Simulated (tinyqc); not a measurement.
Short-channel transistor, virtual-source model with series resistance: one step of the calculation.

The current per gate width is the charge at the top of the source barrier (the virtual source) times its velocity times a saturation function; al and be are fitting constants of the model. Units: I in uA/um, Rs in ohm um, so I Rs = 1e-6 I Rs in volts; Q in uC/cm^2, so I = 1e-4 Q vx0 Fsat with vx0 in cm/s.

Question. What the series resistance costs. Intrinsic voltages Vg' = Vgs - I Rs, Vd' = Vds - 2 I Rs. n = n0 + nd Vd', VT = VT0 - dl Vd', Ff = 1/(1 + exp((Vg' - VT + al Vt/2)/(al Vt))), Q = Cinv n Vt ln(1 + exp((Vg' - VT + al Vt Ff)/(n Vt))), Vdsat = (vx0 L/mu)(1 - Ff) + Vt Ff, Fsat = u/(1 + u^be)^(1/be) with u = Vd'/Vdsat, and I = Q vx0 Fsat per width. I0 is the current for Rs = 0. Effective velocity I/Q; transit time L Q/I.

Parameters, values chosen for the exercise:
- T = 300 K (temperature)
- Cinv = 2.57 uF/cm^2 (inversion capacitance)
- vx0 = 3.67e7 cm/s (velocity at the virtual source)
- mu = 320 cm^2/(V s) (apparent mobility)
- L = 16 nm (channel length)
- VT0 = 0.45 V (threshold at zero drain voltage)
- dl = 0.023 V/V (drain-induced barrier lowering)
- n0 = 1.13 (subthreshold factor)
- nd = 0.2 1/V (growth of n with drain voltage)
- al = 3.5 (threshold shift (in units of Vt) from weak to strong inversion)
- be = 1.6 (sharpness of saturation)
- Rs = 120 ohm um (series resistance of each contact)
- Vgs = 1 V (gate voltage)
- Vds = 0.05 V (drain voltage)

Constants: q = 1.602176634e-19 C, kB = 1.380649e-23 J/K, Vt = kB T/q. Results are converted to the units shown.

converged I = 180.59615 uA/um
I0 = 1317.6836 uA/um

Find: loss against I0; effective velocity; transit time.

Answer.

loss against I0 = 86.294 %
effective velocity = 1.3293e6 cm/s
transit time = 1.2037 ps

tinyqc, about 0.01 s, one thread, Intel Xeon 2.30GHz (shared host): `OMP_NUM_THREADS=1 python tinyqc.py 2380130 2380131 out.jsonl`
